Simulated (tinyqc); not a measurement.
Fully depleted semiconductor-on-insulator film with two gates, non-linear Poisson equation by Newton steps: two steps of the calculation.

One dimension across the film, front interface at x = 0, back interface at x = ts. psi is counted from the intrinsic level, n = ni exp(psi/Vt) (source grounded), holes neglected, acceptors ionised. Gates act through Cox = eps0 eox/tox and Cbox = 3.9 eps0/tb with potentials G1 = Vg - (phiM - chi - Vt ln(Nc/ni)) and G2 = Vb - (phiB - chi - Vt ln(Nc/ni)). Classical Boltzmann densities, no interface charge, no depletion in the back plane.

Inputs (values chosen for the exercise); band and dielectric values those of a made-up semiconductor:
- T = 300 K (temperature)
- eox = 21.4 (relative permittivity of the gate insulator (close to hafnium oxide))
- tox = 12 nm (insulator thickness)
- ts = 25 nm (film thickness)
- tb = 26 nm (buried-oxide thickness (eps_r 3.9))
- Na = 1e15 cm^-3 (acceptor density of the film)

Constants: q = 1.602176634e-19 C, kB = 1.380649e-23 J/K, Vt = kB T/q, eps0 = 8.8541878128e-14 F/cm where lengths are in cm. Results are converted to the units shown.

Problem 1. Density, residual and Jacobian diagonal. Nodes 0 to 9, h = ts/9, box widths w = h (h/2 at both ends), a = eps0 eps_r/h. F_i = a (psi_(i+1) - 2 psi_i + psi_(i-1)) - q w_i (n_i + Na); F_0 = a (psi_1 - psi_0) + Cox (G1 - psi_0) - q w_0 (n_0 + Na); F_9 = a (psi_8 - psi_9) + Cbox (G2 - psi_9) - q w_9 (n_9 + Na). Diagonal b_i = -2 a - q w_i n_i/Vt, with -a - Cox and -a - Cbox in place of -2 a at the ends.

psi at the start, node 0 to 9 (V): 0.3  0.3  0.3  0.3  0.3  0.3  0.3  0.3  0.3  0.3
ni = 6.6018755e11 cm^-3
a = 4.6537611 uF/cm^2
G1 = -0.28016415 V
G2 = 1.8998358 V

Give: n; residual F; diagonal b.

Solution 1.

```
node  n (cm^-3)  residual F (1e-7 C/cm^2)  diagonal b (F/cm^2)
0     7.2351e16                   -9.1771           -6.2950e-6
1     7.2351e16                   -0.0326           -9.4321e-6
2     7.2351e16                   -0.0326           -9.4321e-6
3     7.2351e16                   -0.0326           -9.4321e-6
4     7.2351e16                   -0.0326           -9.4321e-6
5     7.2351e16                   -0.0326           -9.4321e-6
6     7.2351e16                   -0.0326           -9.4321e-6
7     7.2351e16                   -0.0326           -9.4321e-6
8     7.2351e16                   -0.0326           -9.4321e-6
9     7.2351e16                    2.1085           -4.8489e-6
```

Problem 2. Newton step. Solve a d_(i-1) + b_i d_i + a d_(i+1) = -F_i for all nodes. Each component d is damped to sign(d) Vt ln(1 + |d|/Vt) before it is added.

a = 4.6537611 uF/cm^2

```
node  diagonal b (F/cm^2)  residual F (C/cm^2)  psi at the start (V)
0           -6.2950352e-6        -9.1770960e-7                   0.3
1           -9.4320767e-6        -3.2644866e-9                   0.3
2           -9.4320767e-6        -3.2644866e-9                   0.3
3           -9.4320767e-6        -3.2644866e-9                   0.3
4           -9.4320767e-6        -3.2644866e-9                   0.3
5           -9.4320767e-6        -3.2644866e-9                   0.3
6           -9.4320767e-6        -3.2644866e-9                   0.3
7           -9.4320767e-6        -3.2644866e-9                   0.3
8           -9.4320767e-6        -3.2644866e-9                   0.3
9           -4.8488512e-6         2.1084646e-7                   0.3
```

Wanted: Newton step d, before damping; psi after iteration 1.

Solution 2.

```
node  Newton step d, before damping (V)  psi after iteration 1 (V)
0                               -0.3729                     0.2293
1                               -0.3072                     0.2339
2                               -0.2490                     0.2389
3                               -0.1968                     0.2443
4                               -0.1491                     0.2506
5                               -0.1047                     0.2581
6                               -0.0625                     0.2682
7                               -0.0212                     0.2845
8                                0.0202                     0.3149
9                                0.0629                     0.3319
```

Program tinyqc, `OMP_NUM_THREADS=1 python tinyqc.py 2190141 2190142 out.jsonl`; Intel Xeon 2.30GHz, shared host, one thread, about 0.7 s.
